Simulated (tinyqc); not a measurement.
# Body thickness for a wanted scale length

Problem. A double-gate structure has tan(pi ti/Lambda) tan(pi ts/(2 Lambda)) = ei/eps_r, both angles below pi/2. Find ts.

Parameters, values chosen for the exercise; permittivities: semiconductor close to that of silicon, insulator close to that of zirconium oxide: relative permittivity of the semiconductor eps_r = 11.9; relative permittivity of the insulator ei = 26.2; insulator thickness ti = 5.8 nm.

Lambda = 20.979489 nm

Solution. The condition is explicit in ts: an arctangent, taken between 0 and pi/2.

ts = 14.4 nm

Numbers from tinyqc (`OMP_NUM_THREADS=1 python tinyqc.py 2420136 2420137 out.jsonl`; about 0.01 s on one thread of a shared Intel Xeon 2.30GHz).
